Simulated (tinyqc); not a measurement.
# Mobility and threshold from two currents

Problem. In the linear region I = mu Cox (W/L) [(Vgs - VT) Vds - m Vds^2/2], Cox = eps0 eox/tox. Find mu and VT.

Parameters, values chosen for the exercise:
- eox = 3.85 (relative permittivity of the gate insulator)
- tox = 4.7 nm (insulator thickness)
- W = 5 um (gate width)
- L = 0.5 um (gate length)

Constants: eps0 = 8.8541878128e-14 F/cm where lengths are in cm. Results are converted to the units shown.

I at Vgs = 1.85 and 2.35 V, Vds = 0.05 V (uA): 73.300395  173.02775
m = 1.2351905

Solution. The slope dI/dVgs is mu Cox (W/L) Vds; the line meets zero current at VT + m Vds/2.

mu = 550 cm^2/(V s)
VT = 1.45 V

Computed by the program tinyqc: `OMP_NUM_THREADS=1 python tinyqc.py 2360001 2360002 out.jsonl`, one thread of a shared Intel Xeon 2.30GHz, about 0.04 s for the whole run.
